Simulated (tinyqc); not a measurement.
# Surface Green function of a two-leg ladder, Sancho-Rubio decimation, step by step

tinyqc, about 0.06 s, one thread, Intel Xeon 2.30GHz (shared host): `OMP_NUM_THREADS=1 python tinyqc.py 2680002 2680003 out.jsonl` Printed values are rounded.

A semi-infinite lead of cells 0, 1, 2, ... with H0 inside a cell and H1 = <cell i|H|cell i + 1>. One rung (site 1 on leg a, site 2 on leg b) is a cell; all hoppings enter with a minus sign. z = E + i eta.

Values chosen for this exercise:
- ta = 1 eV (hopping along leg a)
- tb = 0.84 eV (hopping along leg b)
- tp = 0.24 eV (rung hopping)
- td = 0.16 eV (diagonal hopping from a to the next b)
- eb = 0.49 eV (site energy on leg b (0 on leg a))
- E = 1.26 eV (energy)
- eta = 0.001 eV (broadening)

## The blocks

Read off from the list of hoppings.

H0 (eV):
```
       1      2
1      0  -0.24
2  -0.24   0.49
```

H1 (eV):
```
    1      2
1  -1  -0.16
2   0  -0.84
```

## Round 1: decimation

Start with e_s = e = H0, a = H1, b = H1^dagger. Each round: g = (z - e)^(-1); e_s <- e_s + a g b; e <- e + a g b + b g a; a <- a g a; b <- b g b (all with the old a, b). Round k joins cells 2^k apart.

g (1/eV):
```
                   1                  2
1   0.84374-0.00078i  -0.26298+0.00058i
2  -0.26298+0.00058i   1.38067-0.00198i
```

e_s after round 1 (eV):
```
                   1                  2
1   0.79493-0.00064i  -0.27534+0.00023i
2  -0.27534+0.00023i   1.46420-0.00139i
```

e after round 1 (eV):
```
                   1                  2
1   1.63867-0.00143i  -0.36125+0.00059i
2  -0.36125+0.00059i   2.38931-0.00265i
```

a after round 1 (eV):
```
                     1                   2
1   0.801665-0.000687i  0.092922+0.000116i
2  -0.220906+0.000491i  0.938854-0.001315i
```

b after round 1 (eV):
```
                    1                    2
1  0.801665-0.000687i  -0.220906+0.000491i
2  0.092922+0.000116i   0.938854-0.001315i
```

## Round 2: decimation

As before.

g (1/eV):
```
                   1                  2
1  -3.80030-0.03495i  -1.21565-0.01312i
2  -1.21565-0.01312i  -1.27435-0.00768i
```

e_s after round 2 (eV):
```
                   1                  2
1  -1.83955-0.02104i  -0.60352-0.00387i
2  -0.60352-0.00387i   0.65972-0.00228i
```

e after round 2 (eV):
```
                   1                  2
1  -3.06978-0.03687i  -1.59823-0.01315i
2  -1.59823-0.01315i   0.21661-0.00980i
```

a after round 2 (eV):
```
                   1                  2
1  -2.29147-0.01750i  -1.31974-0.01131i
2  -0.03697-0.00343i  -0.89920-0.00230i
```

b after round 2 (eV):
```
                   1                  2
1  -2.29147-0.01750i  -0.03697-0.00343i
2  -1.31974-0.01131i  -0.89920-0.00230i
```

## Round 3: decimation

As before.

g (1/eV):
```
                   1                  2
1   0.53137-0.00648i  -0.81389+0.01165i
2  -0.81389+0.01165i   2.20495-0.03041i
```

e_s after round 3 (eV):
```
                   1                 2
1  -0.13154-0.00889i  0.34153-0.00341i
2   0.34153-0.00341i  2.38922-0.02201i
```

e after round 3 (eV):
```
                   1                  2
1   1.29369-0.02748i  -0.68964+0.00320i
2  -0.68964+0.00320i   2.72270-0.03425i
```

a after round 3 (eV):
```
                   1                 2
1   0.36739+0.00742i  1.12907+0.00239i
2  -1.55992+0.01667i  0.81582-0.01227i
```

b after round 3 (eV):
```
                  1                  2
1  0.36739+0.00742i  -1.55992+0.01667i
2  1.12907+0.00239i   0.81582-0.01227i
```

## Course of the decimation

Stop when the largest entry of a and b is below 1e-12 eV, or after 60 rounds. The last column is -Im Tr (z - e_s)^(-1)/pi. At the end g_s = (z - e_s)^(-1), and the bulk Green function is (z - e)^(-1).

Course of the iteration:
```
round  largest |a|, |b| (eV)  surface density of states (1/eV)
1                      0.939                         0.0100939
2                       2.29                        0.00446341
3                       1.56                        0.00687997
4                       6.52                        0.00751592
5                       3.58                         0.0187586
6                       3.46                           3.10658
7                       1.71                           2.48980
8                      0.858                           1.51442
9                      0.659                          0.857004
10                     0.844                          0.628037
11                     0.309                          0.591791
12                    0.0996                          0.590663
13                   5.90e-3                          0.589089
14                   3.43e-5                          0.589088
15                  8.71e-10                          0.589088
16                   < 1e-13                          0.589088
```

Converged in 16 rounds, which stand for 2^16 cells. E lies inside a band (2 open mode(s)), where only eta damps the waves, over about v/eta cells with v the group velocity in eV a cell.

## Self-energy, Dyson check and densities of states

converged surface Green function g_s (1/eV):
```
                  1                 2
1  0.61072-0.79555i  0.04601+0.14875i
2  0.04601+0.14875i  0.53178-1.05513i
```

converged bulk Green function (1/eV):
```
                    1                   2
1  0.000335-0.645096i  0.000050+0.014595i
2  0.000050+0.014595i  0.000228-0.671474i
```

Sigma = H1 g_s H1^dagger is what the lead adds to one more cell, and (z - H0 - Sigma)^(-1) must give g_s back. Densities of states: -Im of the diagonals over pi.

Sigma (eV):
```
                    1                   2
1  0.639059-0.774957i  0.110124-0.016858i
2  0.110124-0.016858i  0.375225-0.744499i
```

(z - H0 - Sigma)^(-1) (1/eV):
```
                  1                 2
1  0.61072-0.79555i  0.04601+0.14875i
2  0.04601+0.14875i  0.53178-1.05513i
```

surface density of states, orbital 1 to 2 (1/eV): [0.253230, 0.335858]
bulk density of states, orbital 1 to 2 (1/eV): [0.205340, 0.213737]

The surface cell holds 0.589 states per eV against 0.419 for a bulk cell.
